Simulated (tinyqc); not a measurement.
Inside a calculation. Method: RHF in the sto-6g basis, for BeH2, spin multiplicity 1. Computed by tinyqc, a small Python program that keeps every step (integrals from PySCF). Settings: charge = 0, multiplicity = 1, basis = sto-6g, energy threshold = 1e-10, iteration cap = 90, orthogonalisation = symmetric, start = atomic densities, DIIS depth = 0, method = RHF. Command: `OMP_NUM_THREADS=1 python tinyqc.py 30836 30837 out.jsonl` (the two numbers bound the seeds that draw the settings). One thread of a shared host (Intel(R) Xeon(R) Processor @ 2.60GHz), about 0.1 s of CPU time with the checks. Later iterations appear only in the table of the cycle.

## One-electron integrals

Geometry (angstrom):
```
atom        x         y        z
Be    0.00000   0.00000  0.00000
H     0.00000   1.79900  0.00000
H     0.00000  -1.79900  0.00000
```

Basis sto-6g: exponents (1/bohr^2) and contraction coefficients of normalised primitives:
```
element  l (shell)   exponent  coefficient
Be           s (1)  312.87049      0.00916
Be           s (1)   57.36446      0.04936
Be           s (1)   16.04851      0.16854
Be           s (1)    5.51310      0.37056
Be           s (1)    2.14090      0.41649
Be           s (1)    0.88174      0.13033
Be           s (2)   13.63325     -0.01325
Be           s (2)    2.69838     -0.04699
Be           s (2)    0.83865     -0.03379
Be           s (2)    0.32266      0.25024
Be           s (2)    0.14013      0.59512
Be           s (2)    0.06423      0.24071
Be           p (3)   13.63325      0.00376
Be           p (3)    2.69838      0.03768
Be           p (3)    0.83865      0.17390
Be           p (3)    0.32266      0.41804
Be           p (3)    0.14013      0.42586
Be           p (3)    0.06423      0.10171
H            s (1)   35.52322      0.00916
H            s (1)    6.51314      0.04936
H            s (1)    1.82214      0.16854
H            s (1)    0.62596      0.37056
H            s (1)    0.24308      0.41649
H            s (1)    0.10011      0.13033
```

Overlap, kinetic and nuclear-attraction integrals over the contracted functions; the nuclear repulsion is the sum of Za Zb / Rab.

nuclear repulsion = 2.5002814 hartree

overlap S, lower triangle:
```
          1Be 1s   1Be 2s  1Be 2px   1Be 2py  1Be 2pz    2H 1s    3H 1s
1Be 1s   1.00000
1Be 2s   0.25476  1.00000
1Be 2px  0.00000  0.00000  1.00000
1Be 2py  0.00000  0.00000  0.00000   1.00000
1Be 2pz  0.00000  0.00000  0.00000   0.00000  1.00000
2H 1s    0.02575  0.29317  0.00000   0.37607  0.00000  1.00000
3H 1s    0.02575  0.29317  0.00000  -0.37607  0.00000  0.00714  1.00000
```

kinetic energy T (hartree), lower triangle:
```
           1Be 1s   1Be 2s  1Be 2px   1Be 2py  1Be 2pz     2H 1s    3H 1s
1Be 1s    6.76875
1Be 2s   -0.20738  0.22012
1Be 2px   0.00000  0.00000  0.66127
1Be 2py   0.00000  0.00000  0.00000   0.66127
1Be 2pz   0.00000  0.00000  0.00000   0.00000  0.66127
2H 1s    -0.00910  0.01755  0.00000   0.07511  0.00000   0.76852
3H 1s    -0.00910  0.01755  0.00000  -0.07511  0.00000  -0.00240  0.76852
```

nuclear attraction V (hartree), lower triangle:
```
            1Be 1s    1Be 2s   1Be 2px   1Be 2py   1Be 2pz     2H 1s     3H 1s
1Be 1s   -15.30309
1Be 2s    -1.80061  -2.87844
1Be 2px    0.00000   0.00000  -2.83169
1Be 2py    0.00000   0.00000   0.00000  -2.97163
1Be 2pz    0.00000   0.00000   0.00000   0.00000  -2.83169
2H 1s     -0.19565  -0.73154   0.00000  -0.91742   0.00000  -2.56190
3H 1s     -0.19565  -0.73154   0.00000   0.91742   0.00000  -0.02012  -2.56190
```

core Hamiltonian H = T + V (hartree), lower triangle:
```
           1Be 1s    1Be 2s   1Be 2px   1Be 2py   1Be 2pz     2H 1s     3H 1s
1Be 1s   -8.53434
1Be 2s   -2.00799  -2.65832
1Be 2px   0.00000   0.00000  -2.17043
1Be 2py   0.00000   0.00000   0.00000  -2.31036
1Be 2pz   0.00000   0.00000   0.00000   0.00000  -2.17043
2H 1s    -0.20475  -0.71399   0.00000  -0.84231   0.00000  -1.79338
3H 1s    -0.20475  -0.71399   0.00000   0.84231   0.00000  -0.02252  -1.79338
```

## Two-electron integrals

Functions are numbered as in S; the eight-fold symmetry (ij|kl) = (ji|kl) = (kl|ij) leaves the list below.

Two-electron integrals (ij|kl) in chemists' order, unique and non-zero (hartree):
```
(11|11) 2.30000    (21|11) 0.36188    (21|21) 0.07193    (22|11) 0.57033
(22|21) 0.13965    (22|22) 0.41777    (31|31) 0.01525    (32|31) 0.02255
(32|32) 0.09234    (33|11) 0.57033    (33|21) 0.13965    (33|22) 0.41777
(33|33) 0.45012    (41|41) 0.01525    (42|41) 0.02255    (42|42) 0.09234
(43|43) 0.02426    (44|11) 0.57033    (44|21) 0.13965    (44|22) 0.41777
(44|33) 0.40160    (44|44) 0.45012    (51|51) 0.01525    (52|51) 0.02255
(52|52) 0.09234    (53|53) 0.02426    (54|54) 0.02426    (55|11) 0.57033
(55|21) 0.13965    (55|22) 0.41777    (55|33) 0.40160    (55|44) 0.40160
(55|55) 0.45012    (61|11) 0.03709    (61|21) 0.00718    (61|22) 0.01399
(61|33) 0.01387    (61|41) 0.00072    (61|42) 0.00142    (61|44) 0.01422
(61|55) 0.01387    (61|61) 0.00076    (62|11) 0.12028    (62|21) 0.03010
(62|22) 0.10207    (62|33) 0.09791    (62|41) 0.00409    (62|42) 0.02679
(62|44) 0.11039    (62|55) 0.09791    (62|61) 0.00336    (62|62) 0.04215
(63|31) 0.00246    (63|32) 0.01216    (63|43) 0.00427    (63|63) 0.00318
(64|11) 0.14064    (64|21) 0.03555    (64|22) 0.12535    (64|33) 0.11813
(64|41) 0.00650    (64|42) 0.04151    (64|44) 0.13980    (64|55) 0.11813
(64|61) 0.00412    (64|62) 0.05823    (64|64) 0.08204    (65|51) 0.00246
(65|52) 0.01216    (65|54) 0.00427    (65|65) 0.00318    (66|11) 0.29375
(66|21) 0.07476    (66|22) 0.28371    (66|33) 0.26487    (66|41) 0.01032
(66|42) 0.09086    (66|44) 0.32137    (66|55) 0.26487    (66|61) 0.00849
(66|62) 0.15843    (66|64) 0.23004    (66|66) 0.77500    (71|11) 0.03709
(71|21) 0.00718    (71|22) 0.01399    (71|33) 0.01387    (71|41) -0.00072
(71|42) -0.00142   (71|44) 0.01422    (71|55) 0.01387    (71|61) 0.00069
(71|62) 0.00277    (71|64) 0.00318    (71|66) 0.00688    (71|71) 0.00076
(72|11) 0.12028    (72|21) 0.03010    (72|22) 0.10207    (72|33) 0.09791
(72|41) -0.00409   (72|42) -0.02679   (72|44) 0.11039    (72|55) 0.09791
(72|61) 0.00277    (72|62) 0.01922    (72|64) 0.02217    (72|66) 0.05238
(72|71) 0.00336    (72|72) 0.04215    (73|31) 0.00246    (73|32) 0.01216
(73|43) -0.00427   (73|63) 0.00103    (73|73) 0.00318    (74|11) -0.14064
(74|21) -0.03555   (74|22) -0.12535   (74|33) -0.11813   (74|41) 0.00650
(74|42) 0.04151    (74|44) -0.13980   (74|55) -0.11813   (74|61) -0.00318
(74|62) -0.02217   (74|64) -0.02516   (74|66) -0.06062   (74|71) -0.00412
(74|72) -0.05823   (74|74) 0.08204    (75|51) 0.00246    (75|52) 0.01216
(75|54) -0.00427   (75|65) 0.00103    (75|75) 0.00318    (76|11) 0.00371
(76|21) 0.00091    (76|22) 0.00282    (76|33) 0.00276    (76|44) 0.00293
(76|55) 0.00276    (76|61) 0.00009    (76|62) 0.00075    (76|64) 0.00095
(76|66) 0.00230    (76|71) 0.00009    (76|72) 0.00075    (76|74) -0.00095
(76|76) 1.98e-05   (77|11) 0.29375    (77|21) 0.07476    (77|22) 0.28371
(77|33) 0.26487    (77|41) -0.01032   (77|42) -0.09086   (77|44) 0.32137
(77|55) 0.26487    (77|61) 0.00688    (77|62) 0.05238    (77|64) 0.06062
(77|66) 0.14707    (77|71) 0.00849    (77|72) 0.15843    (77|74) -0.23004
(77|76) 0.00230    (77|77) 0.77500
```

## Orthogonalisation

S = U s U^T; symmetric (Loewdin) form X = U s^(-1/2) U^T, so that X^T S X = 1.

eigenvalues of S: 0.46457  0.53166  0.96949  1.00000  1.00000  1.50599  1.52828

X, lower triangle:
```
           1Be 1s    1Be 2s  1Be 2px   1Be 2py  1Be 2pz     2H 1s    3H 1s
1Be 1s    1.02706
1Be 2s   -0.14306   1.10384
1Be 2px   0.00000   0.00000  1.00000
1Be 2py   0.00000   0.00000  0.00000   1.13581
1Be 2pz   0.00000   0.00000  0.00000   0.00000  1.00000
2H 1s     0.01856  -0.16854  0.00000  -0.23272  0.00000   1.10564
3H 1s     0.01856  -0.16854  0.00000   0.23272  0.00000  -0.03460  1.10564
```

## Starting guess

The start is atomic minimal-basis densities projected into this basis (PySCF's MINAO start) and scaled to the electron count of each spin; this density is not idempotent, so its energy is not variational and may lie below the converged one.

D at the start, lower triangle:
```
           1Be 1s   1Be 2s  1Be 2px   1Be 2py  1Be 2pz    2H 1s    3H 1s
1Be 1s    2.14835
1Be 2s   -0.51143  2.03168
1Be 2px   0.00000  0.00000  0.00000
1Be 2py   0.00000  0.00000  0.00000   0.00275
1Be 2pz   0.00000  0.00000  0.00000   0.00000  0.00000
2H 1s    -0.03077  0.13182  0.00000   0.03572  0.00000  0.93627
3H 1s    -0.03077  0.13182  0.00000  -0.03572  0.00000  0.00895  0.93627
```

## Iteration 1: building the Fock matrix

J_ij = sum D_kl (ij|kl), K_ij = sum D_kl (ik|jl); F = H + J - 0.5 K; E = tr D H + tr D J / 2 - 0.25 tr D K + E_nn.

Coulomb J (hartree), lower triangle:
```
          1Be 1s   1Be 2s  1Be 2px   1Be 2py  1Be 2pz    2H 1s    3H 1s
1Be 1s   6.36041
1Be 2s   1.14807  2.53367
1Be 2px  0.00000  0.00000  2.49514
1Be 2py  0.00000  0.00000  0.00000   2.61071
1Be 2pz  0.00000  0.00000  0.00000   0.00000  2.49514
2H 1s    0.11724  0.65422  0.00000   0.82140  0.00000  2.07063
3H 1s    0.11724  0.65422  0.00000  -0.82140  0.00000  0.01760  2.07063
```

exchange K (hartree), lower triangle:
```
          1Be 1s   1Be 2s  1Be 2px   1Be 2py  1Be 2pz    2H 1s    3H 1s
1Be 1s   4.71797
1Be 2s   0.74329  0.99393
1Be 2px  0.00000  0.00000  0.21006
1Be 2py  0.00000  0.00000  0.00000   0.39278
1Be 2pz  0.00000  0.00000  0.00000   0.00000  0.21006
2H 1s    0.08577  0.39777  0.00000   0.29909  0.00000  0.86752
3H 1s    0.08577  0.39777  0.00000  -0.29909  0.00000  0.05256  0.86752
```

Fock matrix F (hartree), lower triangle:
```
           1Be 1s    1Be 2s  1Be 2px   1Be 2py  1Be 2pz     2H 1s     3H 1s
1Be 1s   -4.53292
1Be 2s   -1.23157  -0.62161
1Be 2px   0.00000   0.00000  0.21969
1Be 2py   0.00000   0.00000  0.00000   0.10397
1Be 2pz   0.00000   0.00000  0.00000   0.00000  0.21969
2H 1s    -0.13040  -0.25865  0.00000  -0.17046  0.00000  -0.15652
3H 1s    -0.13040  -0.25865  0.00000   0.17046  0.00000  -0.03120  -0.15652
```

total energy of this density = -15.3485962 hartree

This density is the starting one; it is not idempotent, so its energy is not variational and may lie below the converged one.

## Iteration 1: diagonalisation and new density

Diagonalise F' = X^T F X, C = X C', fill 3 alpha and 3 beta electrons from the bottom; D = 2 C_occ C_occ^T. Each column has its largest component positive (the first on a tie).

F' = X^T F X (hartree), lower triangle:
```
          1         2        3         4        5         6         7
1  -4.43972
2  -0.63334  -0.29198
3   0.00000   0.00000  0.21969
4   0.00000   0.00000  0.00000   0.30078
5   0.00000   0.00000  0.00000   0.00000  0.21969
6   0.00907  -0.19304  0.00000  -0.23345  0.00000  -0.01635
7   0.00907  -0.19304  0.00000   0.23345  0.00000  -0.04561  -0.01635
```

orbital energies (hartree): MO1 -4.53444, MO2 -0.40984, MO3 -0.19196, MO4 0.15062, MO5 0.21969, MO6 0.21969, MO7 0.52199

coefficients C:
```
              MO1       MO2       MO3       MO4       MO5      MO6       MO7
1Be 1s    0.99471  -0.21895   0.00000  -0.19652   0.00000  0.00000   0.00000
1Be 2s    0.02045   0.73015   0.00000   0.87304   0.00000  0.00000   0.00000
1Be 2px   0.00000   0.00000   0.00000   0.00000  -0.07938  0.99684   0.00000
1Be 2py   0.00000   0.00000   0.35883   0.00000   0.00000  0.00000   1.12678
1Be 2pz   0.00000   0.00000   0.00000   0.00000   0.99684  0.07938   0.00000
2H 1s    -0.00190   0.33273   0.54027  -0.70114   0.00000  0.00000  -0.64213
3H 1s    -0.00190   0.33273  -0.54027  -0.70114   0.00000  0.00000   0.64213
```

D after iteration 1, lower triangle:
```
           1Be 1s   1Be 2s  1Be 2px   1Be 2py  1Be 2pz     2H 1s    3H 1s
1Be 1s    2.07478
1Be 2s   -0.27904  1.06708
1Be 2px   0.00000  0.00000  0.00000
1Be 2py   0.00000  0.00000  0.00000   0.25751
1Be 2pz   0.00000  0.00000  0.00000   0.00000  0.00000
2H 1s    -0.14949  0.48581  0.00000   0.38773  0.00000   0.80522
3H 1s    -0.14949  0.48581  0.00000  -0.38773  0.00000  -0.36236  0.80522
```

Within a degenerate level the vectors are fixed only up to a rotation; this is one choice.

## Iteration 2: building the Fock matrix

As before.

Coulomb J (hartree), lower triangle:
```
          1Be 1s   1Be 2s  1Be 2px   1Be 2py  1Be 2pz    2H 1s    3H 1s
1Be 1s   6.22551
1Be 2s   1.12475  2.49800
1Be 2px  0.00000  0.00000  2.44433
1Be 2py  0.00000  0.00000  0.00000   2.60534
1Be 2pz  0.00000  0.00000  0.00000   0.00000  2.44433
2H 1s    0.11504  0.65944  0.00000   0.83413  0.00000  2.11966
3H 1s    0.11504  0.65944  0.00000  -0.83413  0.00000  0.01753  2.11966
```

exchange K (hartree), lower triangle:
```
          1Be 1s   1Be 2s  1Be 2px   1Be 2py  1Be 2pz     2H 1s    3H 1s
1Be 1s   4.64431
1Be 2s   0.73884  0.81673
1Be 2px  0.00000  0.00000  0.15699
1Be 2py  0.00000  0.00000  0.00000   0.67744
1Be 2pz  0.00000  0.00000  0.00000   0.00000  0.15699
2H 1s    0.07900  0.43713  0.00000   0.49564  0.00000   1.01794
3H 1s    0.07900  0.43713  0.00000  -0.49564  0.00000  -0.03242  1.01794
```

Fock matrix F (hartree), lower triangle:
```
           1Be 1s    1Be 2s  1Be 2px   1Be 2py  1Be 2pz     2H 1s     3H 1s
1Be 1s   -4.63098
1Be 2s   -1.25267  -0.56868
1Be 2px   0.00000   0.00000  0.19541
1Be 2py   0.00000   0.00000  0.00000  -0.04374
1Be 2pz   0.00000   0.00000  0.00000   0.00000  0.19541
2H 1s    -0.12921  -0.27311  0.00000  -0.25600  0.00000  -0.18270
3H 1s    -0.12921  -0.27311  0.00000   0.25600  0.00000   0.01122  -0.18270
```

total energy of this density = -15.5702536 hartree

## Iteration 2: diagonalisation and new density

As before.

F' = X^T F X (hartree), lower triangle:
```
          1         2        3         4        5         6         7
1  -4.53562
2  -0.65345  -0.21102
3   0.00000   0.00000  0.19541
4   0.00000   0.00000  0.00000   0.19324
5   0.00000   0.00000  0.00000   0.00000  0.19541
6   0.01612  -0.22461  0.00000  -0.29625  0.00000  -0.00737
7   0.01612  -0.22461  0.00000   0.29625  0.00000  -0.02223  -0.00737
```

orbital energies (hartree): MO1 -4.63232, MO2 -0.39235, MO3 -0.32431, MO4 0.19541, MO5 0.19541, MO6 0.24844, MO7 0.53241

coefficients C:
```
              MO1       MO2       MO3      MO4       MO5       MO6       MO7
1Be 1s    0.99512  -0.20591   0.00000  0.00000   0.00000  -0.20817   0.00000
1Be 2s    0.01904   0.68044   0.00000  0.00000   0.00000   0.91235   0.00000
1Be 2px   0.00000   0.00000   0.00000  0.28778   0.95770   0.00000   0.00000
1Be 2py   0.00000   0.00000   0.45886  0.00000   0.00000   0.00000   1.08988
1Be 2pz   0.00000   0.00000   0.00000  0.95770  -0.28778   0.00000   0.00000
2H 1s    -0.00240   0.37125   0.48024  0.00000   0.00000  -0.68153  -0.68818
3H 1s    -0.00240   0.37125  -0.48024  0.00000   0.00000  -0.68153   0.68818
```

D after iteration 2, lower triangle:
```
           1Be 1s   1Be 2s  1Be 2px   1Be 2py  1Be 2pz     2H 1s    3H 1s
1Be 1s    2.06534
1Be 2s   -0.24233  0.92673
1Be 2px   0.00000  0.00000  0.00000
1Be 2py   0.00000  0.00000  0.00000   0.42110
1Be 2pz   0.00000  0.00000  0.00000   0.00000  0.00000
2H 1s    -0.15767  0.50514  0.00000   0.44072  0.00000   0.73693
3H 1s    -0.15767  0.50514  0.00000  -0.44072  0.00000  -0.18559  0.73693
```

Within a degenerate level the vectors are fixed only up to a rotation; this is one choice.

## Iteration 12 (converged): orbitals

converged F (hartree), lower triangle:
```
           1Be 1s    1Be 2s  1Be 2px   1Be 2py  1Be 2pz     2H 1s     3H 1s
1Be 1s   -4.61580
1Be 2s   -1.25216  -0.53848
1Be 2px   0.00000   0.00000  0.20737
1Be 2py   0.00000   0.00000  0.00000  -0.07703
1Be 2pz   0.00000   0.00000  0.00000   0.00000  0.20737
2H 1s    -0.12978  -0.27445  0.00000  -0.26587  0.00000  -0.18327
3H 1s    -0.12978  -0.27445  0.00000   0.26587  0.00000  -0.00010  -0.18327
```

As before.

F' = X^T F X (hartree), lower triangle:
```
          1         2        3         4        5         6         7
1  -4.51917
2  -0.65971  -0.17381
3   0.00000   0.00000  0.20737
4   0.00000   0.00000  0.00000   0.16189
5   0.00000   0.00000  0.00000   0.00000  0.20737
6   0.01640  -0.22967  0.00000  -0.30416  0.00000  -0.00245
7   0.01640  -0.22967  0.00000   0.30416  0.00000  -0.03816  -0.00245
```

orbital energies (hartree): MO1 -4.61725, MO2 -0.38333, MO3 -0.33595, MO4 0.20737, MO5 0.20737, MO6 0.26699, MO7 0.53355

coefficients C:
```
              MO1       MO2       MO3      MO4       MO5       MO6       MO7
1Be 1s    0.99493  -0.19822   0.00000  0.00000   0.00000  -0.21641   0.00000
1Be 2s    0.01974   0.64408   0.00000  0.00000   0.00000   0.93836   0.00000
1Be 2px   0.00000   0.00000   0.00000  0.48578   0.87408   0.00000   0.00000
1Be 2py   0.00000   0.00000   0.49355  0.00000   0.00000   0.00000   1.07462
1Be 2pz   0.00000   0.00000   0.00000  0.87408  -0.48578   0.00000   0.00000
2H 1s    -0.00235   0.39773   0.45794  0.00000   0.00000  -0.66642  -0.70322
3H 1s    -0.00235   0.39773  -0.45794  0.00000   0.00000  -0.66642   0.70322
```

D after iteration 12, lower triangle:
```
           1Be 1s   1Be 2s  1Be 2px   1Be 2py  1Be 2pz     2H 1s    3H 1s
1Be 1s    2.05835
1Be 2s   -0.21605  0.83045
1Be 2px   0.00000  0.00000  0.00000
1Be 2py   0.00000  0.00000  0.00000   0.48719
1Be 2pz   0.00000  0.00000  0.00000   0.00000  0.00000
2H 1s    -0.16235  0.51225  0.00000   0.45203  0.00000   0.73581
3H 1s    -0.16235  0.51225  0.00000  -0.45203  0.00000  -0.10302  0.73581
```

Within a degenerate level the vectors are fixed only up to a rotation; this is one choice.

## Convergence

Stop when the energy changes by less than 1e-10 hartree and every element of the error matrix X^T (F D S - S D F) X is below 3e-06.

Course of the cycle:
```
iteration  E (hartree)     change  largest element of the error matrix
1          -15.3485962          -                             1.76e-01
2          -15.5702536  -2.22e-01                             1.09e-01
3          -15.5935248  -2.33e-02                             2.64e-02
4          -15.5958365  -2.31e-03                             8.84e-03
5          -15.5960745  -2.38e-04                             2.80e-03
6          -15.5960988  -2.43e-05                             8.95e-04
7          -15.5961012  -2.47e-06                             2.85e-04
8          -15.5961015  -2.51e-07                             9.10e-05
9          -15.5961015  -2.55e-08                             2.90e-05
10         -15.5961015  -2.59e-09                             9.25e-06
11         -15.5961015  -2.64e-10                             2.95e-06
12         -15.5961015  -2.68e-11                             9.40e-07
```

PySCF RHF in the same basis = -15.5961015 hartree

Converged in 12 iterations.

## Populations, bond orders and dipole

Mulliken: Z minus the diagonal of D S on the atom; Loewdin: the same with S^(1/2) D S^(1/2); Mayer order: 2 sum_s sum (D(s) S)_ij (D(s) S)_ji over the two atoms.

Charges (e):
```
atom  Mulliken   Loewdin
1Be    0.10212   0.09073
2H    -0.05106  -0.04537
3H    -0.05106  -0.04537
```

Mayer bond orders:
```
pair    order
2-1   0.98257
3-1   0.98257
3-2   0.01483
```

dipole moment about the origin, x y z (debye): 0.00000  0.00000  0.00000
